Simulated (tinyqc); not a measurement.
Configuration-coordinate model of a defect: Huang-Rhys factor and luminescence line shape: one step, computed by the program tinyqc. Command: `OMP_NUM_THREADS=1 python tinyqc.py 3004514 3004515 out.jsonl ccline walk`. One thread of a shared host (Intel(R) Xeon(R) Processor @ 2.30GHz), about 0.01 s of CPU time with the checks.

Ground state E_g(Q) = (1/2) omega_g^2 Q^2; excited state E_e(Q) = E_0 + (1/2) omega_e^2 (Q - dQ)^2 with omega_e = omega_g and E_0 = E_ZPL. Q is mass-weighted; the dipole does not depend on Q (Condon approximation).

Problem. Emission lines at zero temperature. From the lowest excited level the line to ground level n lies at E_ZPL - n hbar omega_g with Franck-Condon weight exp(-S) S^n/n!; the emitted intensity carries a further factor E^3. S = S_g; up to eleven lines, of positive energy only, from n = max(0, integer part of S - 5).

Inputs (values chosen for the exercise, for a model defect): zero-phonon energy E_ZPL = 0.78 eV; ground-state phonon hbar omega_g = 28.9 meV.

Modes: equal frequencies in both states.

S_g = 2.398640

Give: Lines.

Solution.

Lines:

| n | energy (eV) | weight | intensity / largest |
|---|---|---|---|
| 0 | 0.7800 | 9.084e-02 | 4.379e-01 |
| 1 | 0.7511 | 2.179e-01 | 9.380e-01 |
| 2 | 0.7222 | 2.613e-01 | 1.000e+00 |
| 3 | 0.6933 | 2.089e-01 | 7.074e-01 |
| 4 | 0.6644 | 1.253e-01 | 3.733e-01 |
| 5 | 0.6355 | 6.011e-02 | 1.567e-01 |
| 6 | 0.6066 | 2.403e-02 | 5.449e-02 |
| 7 | 0.5777 | 8.234e-03 | 1.613e-02 |
| 8 | 0.5488 | 2.469e-03 | 4.145e-03 |
| 9 | 0.5199 | 6.580e-04 | 9.393e-04 |
| 10 | 0.4910 | 1.578e-04 | 1.898e-04 |

The weight peaks at n = 2 and the intensity at n = 2.
